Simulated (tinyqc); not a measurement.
Resistance of a tapered via with liner, size effect and interface: one step of the calculation.

A round via whose diameter grows from db at the bottom as D(z) = db + 2 z/tan(ang). The fill, of diameter D - 2 tl, starts above the bottom liner (thickness fb tl) and has rho = rho0 (1 + ks lam/(D - 2 tl)); the sidewall liner conducts in parallel with it. The bottom liner and the interface are crossed over the full area pi db^2/4. Spreading in the lines above and below is left out.

Task. Total resistance. R_fill = sum of the slices; R_bottom = rl fb tl/(pi db^2/4); R_interface = ri/(pi db^2/4); ballistic (Sharvin) limit 1/(Sb pi (db - 2 tl)^2/4); ideal cylinder rho0 hv/(pi db^2/4).

Parameters, values chosen for the exercise; fill metal close to copper: diameter at the bottom db = 57 nm; height hv = 200 nm; bulk resistivity of the fill rho0 = 1.65 uohm cm; liner on the sidewall tl = 2.6 nm; liner at the bottom over that on the sidewall fb = 0.5; resistivity of the liner rl = 370 uohm cm; interface resistivity at the bottom ri = 5e-12 ohm cm^2; ballistic conductance per area, about 3/(4 rho0 lam) Sb = 1.1e15 S/m^2.

| slice | slice resistance (ohm) |
|---|---|
| 0 | 0.46537176 |
| 1 | 0.44113717 |
| 2 | 0.41868928 |
| 3 | 0.39786043 |
| 4 | 0.37850187 |
| 5 | 0.36048128 |

Wanted: parts; R; shares; ballistic limit; ideal cylinder.

Result.

parts (ohm): fill 2.462, bottom liner 1.885, interface 0.1959
R = 4.543 ohm
shares (%): fill 54.19, bottom liner 41.49, interface 4.31
ballistic limit = 0.4314 ohm
ideal cylinder = 1.293 ohm

The fill is the largest part, and R is 3.51 times the ideal cylinder. With 2000 slices R = 4.5434 ohm.

tinyqc, about 0.01 s, one thread, Intel Xeon 2.30GHz (shared host): `OMP_NUM_THREADS=1 python tinyqc.py 2750112 2750113 out.jsonl`
